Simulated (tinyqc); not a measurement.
k.p theory built from an empirical-pseudopotential calculation at Gamma, step by step. Values are carried at full precision from step to step, so a last printed digit may differ when a step is redone from the rounded ones.

Empirical pseudopotential on the fcc lattice, atoms at +/- tau, tau = a (1,1,1)/8, no spin-orbit coupling. H(G,G') = c (2 pi/a)^2 |k + G|^2 delta + VS(q) cos(q.tau) + i VA(q) sin(q.tau), q = G - G', c = hbar^2/2m0; k and G in units of 2 pi/a; VS at |q|^2 = 3, 8, 11 and VA at 3, 4, 11, in rydberg, zero elsewhere. The basis is fixed: all 59 G with |G|^2 up to Gcut. Energies are counted from the fourth level at Gamma.

Constants: hbar^2/2m0 = 3.80998211 eV angstrom^2; Ry = 13.60569312 eV.

Inputs chosen for the exercise (near those of InP; shifted at random, so the results belong to these values and not to a real crystal):

| symbol | value | unit | meaning |
|---|---|---|---|
| a | 5.863 | angstrom | lattice constant |
| VS | (-0.23, 0.009, 0.058) | Ry | symmetric form factors |
| VA | (0.071, 0.049, 0.009) | Ry | antisymmetric form factors |
| Gcut | 12 | (2 pi/a)^2 | largest \|G\|^2 of the fixed basis |

## Levels at Gamma

Diagonalise H at k = 0 and group equal levels.

Multiplets at Gamma:

| multiplet | degeneracy | E (eV) |
|---|---|---|
| 1 | 1 | -11.3407 |
| 2 | 3 | 0.0000 |
| 3 | 1 | 1.4650 |
| 4 | 3 | 4.5111 |
| 5 | 1 | 8.1704 |
| 6 | 2 | 8.4318 |
| 7 | 3 | 12.5834 |
| 8 | 1 | 14.1611 |
| 9 | 3 | 25.4980 |

The lowest empty multiplet is a singlet at 1.465 eV; the lowest empty singlet (s-like) is multiplet 3.

## Mass of the s-like conduction level (multiplet 3)

For a multiplet A of d_A states, W(B) = (4 c/(3 d_A)) sum over n in A, m in B and i = x, y, z of |<n|G_i|m>|^2 (G in 1/angstrom, <n|G_i|m> = sum_G c_n(G)* G_i c_m(G)); the mean inverse mass of A is 1 + sum_B W(B)/(E_A - E_B). Multiplets with W = 0 are left out.

List the couplings (the first eight at most); W to the valence triplet is the Kane energy Ep.

Couplings:

| multiplet B | degeneracy | E_B (eV) | W (eV) | W/(E_A - E_B) |
|---|---|---|---|---|
| 2 | 3 | 0.0000 | 16.7183 | 11.4122 |
| 4 | 3 | 4.5111 | 0.0345 | -0.0113 |
| 7 | 3 | 12.5834 | 0.2254 | -0.0203 |
| 10 | 3 | 25.9819 | 0.3901 | -0.0159 |
| 12 | 3 | 26.5642 | 0.2453 | -0.0098 |
| 15 | 3 | 39.2676 | 0.0250 | -0.0007 |
| 16 | 3 | 39.8000 | 0.0023 | -0.0001 |
| 19 | 3 | 40.3835 | 0.0155 | -0.0004 |

sum over the higher multiplets = -0.0013
1/m = 12.3525

Ep = 16.72 eV. The valence triplet gives 11.41, all other levels together -0.06; m = 0.0810, against 0.0806 for two levels alone.

## Valence parameters

Fold all other levels onto the valence triplet: D(u) = c + 4 c^2 sum_m <n|u.G|m><m|u.G|n'>/(0 - E_m), in units of c. Along [100] its eigenvalues are L (once) and M (twice); along [111] (L + 2M + 2N)/3 (once) and (L + 2M - N)/3 (twice). Then g1 = -(L + 2M)/3, g2 = -(L - M)/6, g3 = -N/6.

eigenvalues along [100]: -11.853  -1.911  -1.911

eigenvalues along [111]: -14.040  -0.818  -0.818

L, M, N: -11.853  -1.911  -13.223

g1, g2, g3: 5.225  1.657  2.204

With spin-orbit coupling added at fixed g1, g2, g3 and large against the hole energy these give heavy and light masses along [100] of 0.523 and 0.117. The s-like level alone adds Ep/(3E) = 3.80 to g1. Local form factors fix Ep and the gap only roughly, so these values can lie far from measured ones.

## Checks

- 1/m of the s-like level from the sum against the curvature of the band: both 12.35.
- L and M against the curvatures along [100]: largest relative difference 1.5e-06.

(tinyqc, `OMP_NUM_THREADS=1 python tinyqc.py 1080283 1080284 out.jsonl`, Intel(R) Xeon(R) Processor @ 2.30GHz, 1 thread, shared host, about 0.3 s.)
